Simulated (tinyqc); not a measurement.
Absorption edge of a degenerate semiconductor, band filling against gap narrowing: two steps of the calculation.

n-type, parabolic bands, full ionisation. eta = (EF - Ec)/kB T solves N = Nc F12(eta), F12(x) = (2/sqrt(pi)) int_0^infinity sqrt(u)/(1 + exp(u - x)) du. The gap shrinks rigidly by dEg = a3 y^(1/3) + a4 y^(1/4) + a2 y^(1/2), y = N/1e18 cm^-3, an empirical law that is here taken as the true narrowing.

Values chosen for this exercise; band and dielectric values close to those of gallium nitride:
- T = 400 K (temperature)
- Eg = 3.36 eV (band gap)
- Nc = 3.4e18 cm^-3 (conduction-band density of states at 400 K, from me)
- me = 0.198 m0 (electron mass)
- mh = 1.01 m0 (hole mass)
- N = 9.9e18 cm^-3 (ionised donor density)
- a3 = 11.2 meV (coefficient of (N/1e18)^(1/3))
- a4 = 6.1 meV (coefficient of (N/1e18)^(1/4))
- a2 = 3.8 meV (coefficient of (N/1e18)^(1/2))

Constants: q = 1.602176634e-19 C, kB = 1.380649e-23 J/K, h = 6.62607015e-34 J s, c = 299792458 m/s, Vt = kB T/q. Results are converted to the units shown.

Question 1. Fermi level. Newton step on ln F12(eta) = ln(N/Nc): eta(new) = eta - ln(Nc F12/N) F12/Fm, Fm(x) = dF12/dx = (1/sqrt(pi)) int_0^infinity u^(-1/2)/(1 + exp(u - x)) du.

eta at the start (Boltzmann value) = 1.0688

Give: F12; Fm; eta after iteration 1.

Answer 1.

F12 = 1.647
Fm = 1.058
eta after iteration 1 = 1.956

Question 2. The optical edge. Vertical transitions need an empty final state: the edge is taken where the state lies 4 kB T below EF, E_opt = Eg - dEg + (1 + me/mh) max(eta - 4, 0) kB T; wavelength h c/(q E_opt).

converged eta = 2.0596206

Give: dEg; EF - Ec; filling shift; E_opt; wavelength.

Answer 2.

dEg = 46.83 meV
EF - Ec = 70.99 meV
filling shift = 0 meV
E_opt = 3.313 eV
wavelength = 374.2 nm

The edge lies 46.8 meV below the undoped gap: narrowing outweighs filling.

Range of the model: Band tails, non-parabolic bands and incomplete ionisation are left out.

Program tinyqc, `OMP_NUM_THREADS=1 python tinyqc.py 2330099 2330100 out.jsonl`; Intel Xeon 2.30GHz, shared host, one thread, about 0.01 s.
